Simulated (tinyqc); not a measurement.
What each parameter does: quasiparticle equation with a plasmon-pole self-energy for two band edges.

For each edge E = e + X + Sc(E), with the correlation part Sc(E) = A[0]/(E - a + w) + A[1]/(E - b - w); a and b are the valence and conduction energies that enter the Green function (a = ev, b = ec in the one-shot scheme). Z = 1/(1 - dSc/dE), dSc/dE = -A[0]/(E - a + w)^2 - A[1]/(E - b - w)^2.

Parameters, chosen for this exercise (scales of the order of those of diamond; shifted at random, so the results belong to these values and not to a real crystal): ev = 0 eV (mean-field valence top); ec = 4.1 eV (mean-field conduction edge); w = 28.2 eV (pole energy); Av = (173.4, 87.9) eV^2 (weights of the valence state on the hole and electron poles); Ac = (90.3, 149.6) eV^2 (the same for the conduction state); Xv = -4.23 eV (exchange minus the mean-field potential, valence); Xc = 3.45 eV (the same, conduction).

Exact one-shot edges and Z of the valence state there.

Results for these values:
```
case,Ev (eV),Ec (eV),gap (eV),Z
base,-0.6146,4.8362,5.4508,0.7639
```

What happens to each result for Av = (182.07, 87.9) eV^2, all else kept?

Answer: Ev rises from -0.6146 to -0.3763; Ec does not change at the printed digits; gap falls from 5.4508 to 5.2125; Z falls from 0.7639 to 0.7590.

The same for each parameter in turn:
```
case,Ev (eV),Ec (eV),gap (eV),Z
base,-0.6146,4.8362,5.4508,0.7639
w = 29.61 eV,-0.7675,4.9589,5.7264,0.7798
Xv = -4.33 eV,-0.6910,4.8362,5.5272,0.7634
Xc = 3.55 eV,-0.6146,4.9142,5.5288,0.7639
ec = 4.2 eV,-0.6084,4.9298,5.5382,0.7643
"Av = (182.07, 87.9) eV^2",-0.3763,4.8362,5.2125,0.7590
"Ac = (90.3, 157.08) eV^2",-0.6146,4.6251,5.2397,0.7639
```

tinyqc: `OMP_NUM_THREADS=1 python tinyqc.py 1881269 1881270 out.jsonl`; about 0.01 s, one thread, shared Intel(R) Xeon(R) Processor @ 2.30GHz.
